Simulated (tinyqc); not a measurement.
Electron continuity equation in a given potential, Scharfetter-Gummel discretisation: current and errors against the applied potential.

Steady state in one dimension: J = q mu n E + q D dn/dx with E = -dpsi/dx and D = mu Vt, dJ/dx = q (n/tau - G), fixed densities nL and nR at the ends. The potential is given, psi = 0 for x < L/2 and U (2 x/L - 1) beyond, and is not changed by the electrons.

11 equal intervals. Fluxes J_i = (q D/h)(n_(i+1) P_i - n_i Q_i), d_i = (psi_(i+1) - psi_i)/Vt: Scharfetter-Gummel P = B(d), Q = B(-d), B(d) = d/(exp(d) - 1); central P = 1 - d/2, Q = 1 + d/2; upwind P = 1 + max(-d, 0), Q = 1 + max(d, 0). Balance at each inner node: J_i - J_(i-1) = q h (n_i/tau - G). The reference is Scharfetter-Gummel on 4000 intervals or more. Errors are those of J on the first interval against the reference at its midpoint; errors under 1e-6 % are printed as 0.

Values chosen for this exercise; mobility close to that of In0.53Ga0.47As at room temperature: temperature T = 273 K; electron mobility mu = 10900 cm^2/(V s); length of the region L = 0.12 um; density at x = 0 nL = 9.1e15 cm^-3; density at x = L nR = 1.1e17 cm^-3; lifetime tau = 2e-14 s; uniform generation rate G = 7e27 cm^-3 s^-1.

Constants: q = 1.602176634e-19 C, kB = 1.380649e-23 J/K, Vt = kB T/q. Results are converted to the units shown.

Current and errors against the applied potential:

| U (V) | largest \|d\| | reference J (A/cm^2) | SG error (%) | central error (%) | upwind error (%) | most negative central n (cm^-3), 0 if none |
|---|---|---|---|---|---|---|
| 0.013 | 0.1005 | -1.133e5 | -0.407 | -0.387 | -1.62 | 0 |
| 0.052 | 0.4019 | -1.235e5 | 0.0575 | 0.207 | -2.34 | 0 |
| 0.13 | 1.005 | -1.284e5 | 0.326 | 0.432 | -0.941 | 0 |
| 0.26 | 2.009 | -1.291e5 | 0.464 | 0.444 | 0.293 | 0 |
| 0.39 | 3.014 | -1.293e5 | 0.567 | 0.537 | 0.589 | -2.04e16 |
| 0.57 | 4.405 | -1.294e5 | 0.680 | 0.563 | 0.739 | -3.90e16 |
| 0.78 | 6.028 | -1.295e5 | 0.777 | -0.548 | 0.831 | -5.30e16 |
| 1.2 | 9.274 | -1.296e5 | 0.900 | -9.02 | 0.934 | -6.93e16 |

Read the table: what changes, and by how much?

The reference current falls from -1.13e5 to -1.30e5 A/cm^2. The largest errors in size are 0.90 % (Scharfetter-Gummel), 9.0 % (central) and 2.3 % (upwind). Central differences give negative densities for U = 0.39, 0.57, 0.78, 1.2 V; these rows have |d| above 2, which makes negative values possible though not certain.

Range of the model: The drift velocity mu E exceeds 1e7 cm/s somewhere, where real mobilities no longer stay constant.

Numbers from tinyqc (`OMP_NUM_THREADS=1 python tinyqc.py 2220145 2220146 out.jsonl`; about 0.01 s on one thread of a shared Intel Xeon 2.30GHz).
